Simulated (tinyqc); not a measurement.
# p-n heterojunction, non-linear Poisson equation by Newton steps, Boltzmann statistics: effects of single changes

One dimension, material 1 (p-type) at x < 0 and material 2 (n-type) at x > 0. Band edges: Ec = -psi in material 1 and -psi + dEc in material 2, Ev = Ec - Eg. Flat quasi-Fermi levels: 0 for holes, +V for electrons. n = Nc F((EFn - Ec)/Vt), p = Nv F((Ev - EFp)/Vt), with F(eta) = exp(eta) (Boltzmann statistics); full ionisation, no interface charge, classical densities; the doping types are chosen for the exercise.

Parameters, values chosen for the exercise; band and dielectric values close to those of amorphous and crystalline silicon:
```
symbol,value,unit,meaning
T,300,K,temperature
Eg1,1.74,eV,band gap of material 1
er1,11.7,,relative permittivity of material 1
Nc1,9.97e19,cm^-3,conduction-band density of states of material 1
Nv1,1.01e20,cm^-3,valence-band density of states of material 1
Eg2,1.13,eV,band gap of material 2
er2,11.5,,relative permittivity of material 2
Nc2,2.84e19,cm^-3,conduction-band density of states of material 2
Nv2,2.67e19,cm^-3,valence-band density of states of material 2
dEc,-0.14,eV,conduction-band offset Ec2 - Ec1
N1,1.3e17,cm^-3,acceptor density of material 1
N2,1.1e17,cm^-3,donor density of material 2
V,0,V,bias of side 1 against side 2
```

Constants: q = 1.602176634e-19 C, kB = 1.380649e-23 J/K, Vt = kB T/q, eps0 = 8.8541878128e-14 F/cm where lengths are in cm. Results are converted to the units shown.

Each table varies one quantity; the others keep the values above.

## Effect of the conduction-band offset Ec2 - Ec1

Exact first integral: on each side D^2/(2 eps0 er) = G, G = q [Vt (nI_j - nI_b) + Vt (pI_j - pI_b) - C (psi_j - psi_b)], with C = -N1 or +N2, b the neutral end of that side, and nI, pI the densities themselves. D is continuous, so er1 G1(psi_j) = er2 G2(psi_j) fixes psi_j. Ends from Nv1 F((-psi_L - Eg1)/Vt) = N1 and Nc2 F((V + psi_R - dEc)/Vt) = N2. D is counted positive when psi rises towards material 2. Depletion (Anderson) capacitance C^2 = q eps0 er1 er2 N1 N2/(2 (er1 N1 + er2 N2)(psi_R - psi_L)). -dD/dV is the change of the displacement at the interface with both quasi-Fermi levels flat; it is the terminal capacitance only while neither side holds an inversion layer. n_j and p_j are densities at the interface.

Results:
```
dEc (eV)	psi_R - psi_L (V)	psi_j - psi_L (V)	psi_R - psi_j (V)	D/q (cm^-2)	n_j in 1 (cm^-3)	p_j in 2 (cm^-3)	-dD/dV (nF/cm^2)	depletion C (nF/cm^2)
-0.44	0.9844	0.4493	0.5350	8.438e11	16.10	6.974e11	72.47	70.54
-0.36	1.064	0.4857	0.5787	8.792e11	65.63	3.778e12	69.55	67.84
-0.29	1.134	0.5174	0.6169	9.091e11	224.4	1.656e13	67.26	65.71
-0.22	1.204	0.5492	0.6551	9.380e11	767.6	7.263e13	65.17	63.78
-0.14	1.284	0.5856	0.6988	9.700e11	3133	3.929e14	62.93	61.76
-0.07	1.354	0.6175	0.7369	9.973e11	1.077e4	1.713e15	60.88	60.14
0.09	1.514	0.6945	0.8199	1.060e12	2.117e5	4.248e16	49.07	56.87
0.16	1.584	0.7356	0.8487	1.092e12	1.038e6	1.299e17	36.44	55.60
```

Estimate the missing row, dEc = 0.01 eV.

Computed row:
```
dEc (eV)	psi_R - psi_L (V)	psi_j - psi_L (V)	psi_R - psi_j (V)	D/q (cm^-2)	n_j in 1 (cm^-3)	p_j in 2 (cm^-3)	-dD/dV (nF/cm^2)	depletion C (nF/cm^2)
0.01	1.434	0.6546	0.7798	1.028e12	4.524e4	9.006e15	57.34	58.44
```

With this row back in the table: As dEc goes from -0.44 to 0.16, the total bending rises from 0.984 to 1.58 V and the sheet charge D/q rises from 8.44e11 to 1.09e12 cm^-2; the share of the bending in material 1 goes from 45.65 through a minimum of 45.59 (at dEc = -0.14 and -0.07 among the rows listed) to 46.43 %. The alignment is staggered for dEc = 0.01, 0.09, 0.16 eV. The capacitance departs most from the depletion formula at dEc = 0.16, where it is 34 % below it, and there the holes at the interface in material 2 outnumber its donors: an inversion layer has formed, which screens D from the bias.

## Effect of the acceptor density of material 1

Same model as above.

Effect of the acceptor density of material 1:
```
N1 (cm^-3)	psi_R - psi_L (V)	psi_j - psi_L (V)	psi_R - psi_j (V)	D/q (cm^-2)	n_j in 1 (cm^-3)	p_j in 2 (cm^-3)	-dD/dV (nF/cm^2)	depletion C (nF/cm^2)
6.5e15	1.207	1.116	0.09064	3.028e11	5.154e13	2.388e4	20.93	20.53
1.5e16	1.229	1.059	0.1692	4.477e11	2.469e12	4.985e5	30.47	29.83
3.6e16	1.251	0.9257	0.3255	6.472e11	5.850e9	2.104e8	43.23	42.32
8.5e16	1.273	0.7098	0.5636	8.671e11	5.853e5	2.103e12	56.86	55.69
2e17	1.296	0.4672	0.8283	1.068e12	20.86	5.899e16	57.27	67.05
4.7e17	1.318	0.3888	0.9288	1.485e12	0.4286	2.872e18	10.42	74.41
1.1e18	1.340	0.3757	0.9639	2.231e12	0.1103	1.115e19	4.537	78.09
2.6e18	1.362	0.3713	0.9905	3.408e12	0.03939	3.125e19	2.557	79.53
```

As N1 goes from 6.5e15 to 2.6e18, the total bending rises from 1.21 to 1.36 V and the sheet charge D/q rises from 3.03e11 to 3.41e12 cm^-2; the share of the bending in material 1 falls from 92.5 to 27.3 %. The capacitance departs most from the depletion formula at N1 = 2.6e18, where it is 97 % below it, and there the holes at the interface in material 2 outnumber its donors: an inversion layer has formed, which screens D from the bias. For N1 = 1.1e18, 2.6e18 a density at the interface exceeds 0.3 of the band density of states, which Boltzmann statistics overestimate.

Computed by the program tinyqc: `OMP_NUM_THREADS=1 python tinyqc.py 2040058 2040059 out.jsonl`, one thread of a shared Intel Xeon 2.30GHz, about 0.03 s for the whole run.
